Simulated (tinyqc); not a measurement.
## AlGaN/GaN HEMT with access regions, lumped model: effect of the gate voltage

A polarisation-induced electron sheet under a Schottky gate, in series with two ungated access regions and contacts. Drift law v = mu E/(1 + mu E/vs) under the gate. Currents in mA/mm, resistances in ohm mm. No self-heating, no channel-length modulation; fits for polarisation, barrier and offset are chosen for the exercise.

sigma = (5e13 x + 1.6e13 x^2) cm^-2, phiB = 0.84 + 1.3 x, dEc = 0.7 (1.71 x + x^2) in volts, Cb = eps0 eps_r/d, VT = phiB - dEc - q sigma/Cb, access density n0 = -Cb VT/q. Access resistance R(L, n) = L/(q mu n sqrt(1 - (I/(q n vs))^2)); Rs = Rc + R(Ls, n0), Rd = Rc + R(Ld, (1 - ft) n0). Vg' = Vg - I Rs, Vd' = Vd - I (Rs + Rd); with u = Vg' - VT, Vc = vs Lg/mu and w the smaller of Vd' and Vc [sqrt(1 + 2 u/Vc) - 1] (0 if negative), the channel gives (mu Cb/Lg)(u w - w^2/2)/(1 + w/Vc). I equals that channel current. Isat is I at Vd = 10 V, gm = dIsat/dVg, Ron the limit of Vd/I at small Vd.

Parameters, values chosen for the exercise; values close to those of AlGaN/GaN structures:
```
symbol  value        unit                                               meaning
x        0.16                                    aluminium share of the barrier
d          15          nm                                     barrier thickness
eps_r     9.3                      relative permittivity of barrier and channel
mu       1100  cm^2/(V s)                                      channel mobility
vs      1.5e7        cm/s                                   saturation velocity
Lg        0.5          um                                           gate length
Ls        1.5          um                                  source access length
Ld         12          um                                   drain access length
Rc       0.55      ohm mm                            resistance of each contact
ft       0.13              share of the drain-access electrons removed by traps
```

Constants: q = 1.602176634e-19 C, eps0 = 8.8541878128e-14 F/cm where lengths are in cm. Results are converted to the units shown.

The same in every row: VT (V) = -1.616; n0 (cm^-2) = 5.536e12.

Results:
```
Vg (V)  Ron (ohm mm)  Isat (mA/mm)  gm (mS/mm)
-1.2           18.76         44.09       157.0
-0.4           17.45         195.1       207.9
0              17.29         280.1       216.2
0.3            17.21         345.5       219.0
0.7            17.13         433.2       219.3
1.1            17.08         506.7       57.75
1.5            17.04         518.2       15.40
```

Estimate the missing row, Vg = -0.8 V.

Computed row:
```
Vg (V)  Ron (ohm mm)  Isat (mA/mm)  gm (mS/mm)
-0.8           17.79         114.8       191.6
```

With this row back in the table: As Vg goes from -1.2 to 1.5 V, Ron falls from 18.8 to 17.0 ohm mm, Isat rises from 44.1 to 518 mA/mm and gm goes from 157 through a maximum of 219 (at Vg = 0.7 V among the rows listed) to 15.4 mS/mm. The ceiling Cb vs is 823 mS/mm. For Vg = 1.1 to 1.5 V the power passes 5 W/mm, where self-heating, left out here, lowers the current. For Vg = 1.1 to 1.5 V the gated channel is not yet saturated at 10 V, because the access regions take the voltage, and gm drops. For Vg = 1.1 to 1.5 V Vg comes within 0.2 V of phiB or passes it, so at low drain current, as for Ron, the Schottky gate would conduct.

tinyqc, about 0.01 s, one thread, Intel Xeon 2.30GHz (shared host): `OMP_NUM_THREADS=1 python tinyqc.py 2570061 2570062 out.jsonl`
